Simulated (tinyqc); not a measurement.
# Well width and field from level and shift

Inverse problem. An infinitely deep well has E_1(0) = C (pi/L)^2/m1, C = hbar^2/(2 m0), and in a field F (potential zero at the centre of the well) the second-order term of the shift is -m1 F^2 L^4 (15 - pi^2)/(48 C pi^4); higher orders are set aside. Find L and F.

Values chosen for this exercise:
- m1 = 0.53 m0 (mass)

Constants: q = 1.602176634e-19 C, hbar = 1.054571817e-34 J s, m0 = 9.1093837015e-31 kg, hbar^2/(2 m0) = 0.0380998212 eV nm^2. Results are converted to the units shown.

E_1(0) = 0.0058635609 eV
second-order shift of level 1 = -0.016291510 meV

Solution. The level gives L, and the shift then gives F^2.

L = 11.00 nm
F = 2.700e-4 V/nm

Numbers from tinyqc (`OMP_NUM_THREADS=1 python tinyqc.py 2580012 2580013 out.jsonl`; about 0.02 s on one thread of a shared Intel Xeon 2.30GHz).
